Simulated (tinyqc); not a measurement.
Charge control and current of a heterostructure field-effect transistor: one step, computed by the program tinyqc.

Two subbands in a triangular well; E_F is counted from the conduction band edge of the channel at the interface.

Question. Threshold and barrier capacitance. Threshold V_T = phi_B - dE_c - e N_d (d - spacer)/(eps eps_0) (in volts); C_b = eps eps_0/d.

Inputs (values chosen for the exercise, modelled on AlGaAs/GaAs): permittivity eps (barrier and channel) = 12.7; barrier thickness d = 25 nm; Schottky barrier phi_B = 0.87 eV; conduction band offset dE_c = 0.13 eV; delta-doping density N_d = 6.5e+12 1/cm^2; spacer between delta layer and channel = 3.7 nm.

Charge source: delta doping. Velocity law: smooth.

Constants: e = 1.602176634e-19 C; eps_0 = 8.8541878128e-12 F/m.

Give: threshold voltage V_T; barrier capacitance C_b.

Answer.

threshold voltage V_T = -1.233 V

barrier capacitance C_b = 0.4498 microfarad/cm^2

The device is normally on.
